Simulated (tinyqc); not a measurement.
Worked calculation: quantum well in an electric field by finite differences. Values are carried at full precision from step to step, so a last printed digit may differ when a step is redone from the rounded ones.

Finite differences on points z_i at the centres of cells of width h: H_ii = (c/h^2)(1/m_(i-1/2) + 1/m_(i+1/2)) + V_i, H_(i,i+1) = -(c/h^2)/m_(i+1/2), where m_(i+1/2) is the mean of the masses at the two points (the end values are repeated outwards), psi = 0 on the points beyond both ends, c = hbar^2/2m0. The field adds e F (z - z0) with z0 the middle of the structure; 1 kV/cm = 1e-5 eV/angstrom.

Constants: hbar^2/2m0 = 3.80998211 eV angstrom^2.

Parameters, chosen for this exercise (near those of a strained Si well in SiGe; shifted at random, so the results belong to these values and not to a real crystal):

| symbol | value | unit | meaning |
|---|---|---|---|
| layers | ((12, 0.17, 0.884), (18, 0, 0.918), (12, 0.17, 0.884)) |  | each layer: thickness in angstrom, band edge in eV, mass in m0 |
| F | 68 | kV/cm | field along z |
| h | 3 | angstrom | cell width of the coarse grid |
| hf | 0.1875 | angstrom | cell width of the fine grid |

## The coarse grid

List the points, the potential with the field, and the masses.

Grid:

| i | z (angstrom) | V (eV) | m (m0) |
|---|---|---|---|
| 1 | 1.5 | 0.1567 | 0.8840 |
| 2 | 4.5 | 0.1588 | 0.8840 |
| 3 | 7.5 | 0.1608 | 0.8840 |
| 4 | 10.5 | 0.1629 | 0.8840 |
| 5 | 13.5 | -0.0051 | 0.9180 |
| 6 | 16.5 | -0.0031 | 0.9180 |
| 7 | 19.5 | -0.0010 | 0.9180 |
| 8 | 22.5 | 0.0010 | 0.9180 |
| 9 | 25.5 | 0.0031 | 0.9180 |
| 10 | 28.5 | 0.0051 | 0.9180 |
| 11 | 31.5 | 0.1771 | 0.8840 |
| 12 | 34.5 | 0.1792 | 0.8840 |
| 13 | 37.5 | 0.1812 | 0.8840 |
| 14 | 40.5 | 0.1833 | 0.8840 |

## The tridiagonal Hamiltonian

Form the diagonal and the neighbouring elements; V in the grid already includes the field.

diagonal H_ii (eV): 1.1145  1.1165  1.1186  1.1116  0.9259  0.9192  0.9213  0.9233  0.9254  0.9361  1.1259  1.1369  1.1390  1.1410

H_(i,i+1) (eV): -0.4789  -0.4789  -0.4789  -0.4698  -0.4611  -0.4611  -0.4611  -0.4611  -0.4611  -0.4698  -0.4789  -0.4789  -0.4789

## Lowest levels on the coarse grid

Diagonalise the symmetric tridiagonal matrix; give the three lowest levels and the weights u_i^2 (sum 1) of the two lowest.

levels (eV): 0.0501  0.1760  0.3048

weights on the points:
```
             1      2      3      4      5      6      7      8      9     10     11     12
level 1  0.001  0.004  0.013  0.037  0.101  0.166  0.202  0.195  0.150  0.086  0.030  0.010
level 2  0.009  0.033  0.070  0.114  0.163  0.098  0.010  0.023  0.119  0.168  0.105  0.058

            13     14
level 1  0.003  0.001
level 2  0.025  0.006
```

## Halving the cell width

The same with h, h/2, ..., h/32. The end points move with h, since psi vanishes half a cell beyond the structure. Richardson value (4 E(h/32) - E(h/16))/3.

Convergence:

| cell (angstrom) | points | E1 (eV) | E2 (eV) | E1 - finest (meV) |
|---|---|---|---|---|
| 3.0000 | 14 | 0.05015 | 0.17598 | -1.927 |
| 1.5000 | 28 | 0.05146 | 0.18117 | -0.611 |
| 0.7500 | 56 | 0.05186 | 0.18315 | -0.208 |
| 0.3750 | 112 | 0.05200 | 0.18397 | -0.072 |
| 0.1875 | 224 | 0.05205 | 0.18435 | -0.021 |
| 0.0938 | 448 | 0.05207 | 0.18452 | 0.000 |

Richardson values of E1, E2 (eV): 0.05208  0.18458

The coarse grid is 1.9 meV too low in E1. The last differences between rows shrink by a factor 2.4 (4 for a pure h^2 error, 2 for one linear in h).

## Positions and dipoles on the fine grid

With h sum psi^2 = 1: <z - z0> of three levels, |z_12| and |z_13|, the mass m1 from 1/m1 = <1|1/m|1>, and f_1j = (m1/c)(E_j - E_1) z_1j^2.

levels (eV): 0.0521  0.1843  0.3309

<z - z0> (angstrom): -0.3  -0.2  -0.3

|z_12|, |z_13| (angstrom): 5.60  0.03

m1 = 0.9143 m0

f_12, f_13: 0.997  0.000

Parity is broken, so the 1-3 transition is allowed, with 5.4e-05 times the strength of 1-2. E2 - E1 = 132.3 meV, a wavelength of 9.4 micrometre (hc = 1239.841984 eV nm). Level 2 lies above the lowest point of the outer barriers, so it is a resonance or a state of the finite grid, and values that rest on it depend on the ends of the grid.

## Checks

- E1 at zero field on the grid h/32 against transfer matrices between the same hard ends, eV: both 0.0522.

(tinyqc, `OMP_NUM_THREADS=1 python tinyqc.py 1282780 1282781 out.jsonl`, Intel(R) Xeon(R) Processor @ 2.30GHz, 1 thread, shared host, about 0.01 s.)
